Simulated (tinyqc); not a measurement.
Inside a calculation: quantum-confined Stark effect in a modulator well. Values are carried at full precision from step to step, so a last printed digit may differ when a step is redone from the rounded ones.

Constants: hbar^2/2m0 = 3.80998211 eV angstrom^2; e^2/(4 pi eps0) = 14.39964547 eV angstrom; hc = 1239.841984 eV nm.

Inputs chosen for the exercise (near those of an InGaAs well in InAlAs; shifted at random, so the results belong to these values and not to a real crystal):
```
symbol  value   unit      meaning
L       142     angstrom  well width
me      0.0435  m0        electron, well
mh      0.38    m0        heavy hole along z, well
F       59      kV/cm     field
Vc      0.51    eV        conduction offset
Vv      0.185   eV        heavy-hole offset
meb     0.0768  m0        electron, barrier
mhb     0.413   m0        heavy hole, barrier
Eg      0.768   eV        gap of the well
mp      0.106   m0        heavy hole in the plane
eps     13.8              dielectric constant
dE      21      meV       operating point below the zero-field line
G       6       meV       half width of the exciton line
```

## Estimate for hard walls

Second order: each level moves by -C m (e F)^2 L^4/(2c), C = (15/pi^2 - 1)/(24 pi^2), c = hbar^2/2m0, 1 kV/cm = 1e-5 eV/angstrom. It holds while e F L is no more than about twice 3 c pi^2/(m L^2).

Estimate:
```
carrier,shift (meV),e F L over the level spacing
electron,-1.77,0.65
heavy hole,-15.49,5.69
```

The hole, 8.7 times heavier, carries 90 % of the estimated shift; for it the ratio exceeds 3, so second order overstates its shift, by 13 % at a ratio of 3 and 60 % at 8.

## Levels and envelopes

Envelopes on cells of 0.5 angstrom over the well |z| < L/2 and 45 angstrom of barrier on each side, psi = 0 beyond, psi'/m continuous (mean mass between points), c = hbar^2/2m0. The electron sees + e F z and the hole - e F z, each with its offset in the barriers; 1 kV/cm = 1e-5 eV/angstrom. Light holes, band mixing and escape by tunnelling are left out.

Ground levels, squared overlap and separation <z>_h - <z>_e without and with the field.

Results:
```
F (kV/cm),E_e (meV),E_h (meV),overlap^2,separation (angstrom)
0,27.69,3.99,0.990,0.0
59,23.60,-11.09,0.341,52.5
```

The electron level moves by -4.09 meV (2.3 times the hard-wall estimate, since it leaks into the barriers and sees a wider well) and the hole level by -15.08 meV (0.97 times). For the hole, saturation lowers the shift and leakage raises it, so a ratio near 1 is a coincidence.

## Exciton

Exciton: in-plane function exp(-rho/lam), 1/mu = 1/me + 1/mp, E(lam) = c/(mu lam^2) - (q/eps) times the integral over k of Fm(k)(1 + (k lam/2)^2)^(-3/2), Fm(k) the double integral of psi_e^2 psi_h^2 exp(-k |z - z'|), q = e^2/(4 pi eps0); binding Eb = -E at the minimum. Line at Eg + E_e + E_h - Eb, strength proportional to overlap^2/lam^2.

Minimise over lam without and with the field.

Results:
```
F (kV/cm),lam (angstrom),Eb (meV),line (eV),nm,overlap^2/lam^2 (1e-4/angstrom^2)
0,188.9,5.14,0.7946,1560.4,0.2775
59,221.0,4.25,0.7763,1597.2,0.0698
```

The weaker binding gives back 0.89 meV of the red shift, leaving 18.3 meV; the strength falls to 25 %.

## Contrast at the operating point

With a Gaussian line of half width G, the absorption at E_op = line(0) - dE is proportional to strength x exp(-ln2 ((E_op - line)/G)^2); continuum absorption is left out. Give it at both fields, relative to the zero-field peak.

E_op = 0.7736 eV
wavelength = 1602.8 nm

absorption without and with the field: 0.00021  0.22

The field changes the absorption by +0.22 of the zero-field peak. With dE above 2G the Gaussian tail at zero field is weak; real tails fall only exponentially and absorb more.

## Checks

- Zero-field levels against the matching condition of the square well, meV: largest difference 6.3e-04.
- Slope d(E_e + E_h)/dF against minus the separation (Hellmann-Feynman), angstrom: both -52.5.

tinyqc: `OMP_NUM_THREADS=1 python tinyqc.py 1282708 1282709 out.jsonl`; about 0.1 s, one thread, shared Intel(R) Xeon(R) Processor @ 2.30GHz.
